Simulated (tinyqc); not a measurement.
Reflectance across the plasma edge: free-carrier optics of a doped semiconductor (Drude model with one polar phonon).

eps(E) = ei [1 - Ep^2/(E^2 + i E Gam)] + (es - ei) wT^2/(wT^2 - E^2 - i E gT), with Ep^2 = 8 pi c (e^2/(4 pi eps0)) N/(m ei), c = hbar^2/2m0, N in 1/angstrom^3 (1e-24 per 1/cm^3); Gam = hbar/tau, tau = mu m m0/e with m0/e = 5.685630e-12 kg/C and mu in m^2/(V s). Energies in meV.

n + i k = sqrt(eps1 + i eps2) with k >= 0; R = ((n - 1)^2 + k^2)/((n + 1)^2 + k^2) at normal incidence from vacuum; alpha = 2 E k/(hbar c), times 1e8 for 1/cm; loss function Im(-1/eps) = eps2/(eps1^2 + eps2^2).

Constants: hbar^2/2m0 = 3.80998211 eV angstrom^2; e^2/(4 pi eps0) = 14.39964547 eV angstrom; hbar = 6.58211957e-16 eV s; hbar c = 1973.269805 eV angstrom.

Parameters, chosen for this exercise (mass and dielectric values near those of GaP; N and mu are free inputs; interband absorption and the rise of the mass with filling are left out; not measured data):
```
symbol  value    unit        meaning
N       1.1e+19  1/cm^3      carrier density
m       0.396    m0          conductivity mass
mu      66       cm^2/(V s)  mobility
ei      8.92                 high-frequency dielectric constant
wT      44.8     meV         TO phonon
es      10.96                static dielectric constant
gT      0.9      meV         phonon damping
```

Spectrum:
```
E (meV)    eps1    eps2      R  alpha (1/cm)
6.6       -8.09  128.18  0.786      5.53e+03
19.7      -4.85   36.67  0.651      9.13e+03
32.8       0.70   17.17  0.505      9.54e+03
45.9     -35.53   23.59  0.841      2.91e+04
55.7      -2.37    6.18  0.447      1.20e+04
65.5       1.00    4.19  0.239      8.53e+03
72.1       2.29    3.31  0.172      6.81e+03
81.9       3.63    2.40  0.145      4.99e+03
98.3       5.09    1.49  0.161      3.26e+03
131.1      6.65    0.68  0.196      1.74e+03
196.6      7.87    0.21  0.225           757
327.6      8.53    0.05  0.240           270
```

What can be read from this table?

Ep = 65.5 meV and Gam = 44.3 meV. R is 0.786 at the lowest energy and lowest, 0.145, at 81.9 meV of those listed; without damping and phonon it would vanish at Ep sqrt(ei/(ei - 1)) = 69.5 meV. At the highest energy R is 0.240, against 0.248 for ei alone. Between the last two rows alpha goes as E^-2.02, where the Drude limit far above Ep and Gam is E^-2. Inside the metallic range the phonon cuts a dip in R near L-, below wT = 44.8 meV, which the rows may miss.

tinyqc: `OMP_NUM_THREADS=1 python tinyqc.py 1680423 1680424 out.jsonl`; about 0.01 s, one thread, shared Intel(R) Xeon(R) Processor @ 2.30GHz.
